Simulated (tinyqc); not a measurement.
Gate voltage from the surface potential.

Inverse problem. At the source end, Vgs + Vsb - Vfb - psi = gamma sqrt(G), G = psi - Vt + Vt exp((psi - 2 phiF - Vsb)/Vt), and the voltage over the insulator is gamma sqrt(G). Find that voltage and Vgs.

Parameters, values chosen for the exercise:
- T = 300 K (temperature)
- Vfb = -1.27 V (flat-band voltage)
- Vsb = 0.3 V (source-body reverse bias)

Constants: q = 1.602176634e-19 C, kB = 1.380649e-23 J/K, Vt = kB T/q. Results are converted to the units shown.

psi = 3.3600246 V
phiF = 1.5782168 V
gamma = 0.15879129 V^0.5

Answer. In this direction the relation is explicit: no iteration is needed.

voltage over the insulator = 0.2900 V
Vgs = 2.080 V

Program tinyqc, `OMP_NUM_THREADS=1 python tinyqc.py 2360159 2360160 out.jsonl`; Intel Xeon 2.30GHz, shared host, one thread, about 0.07 s.
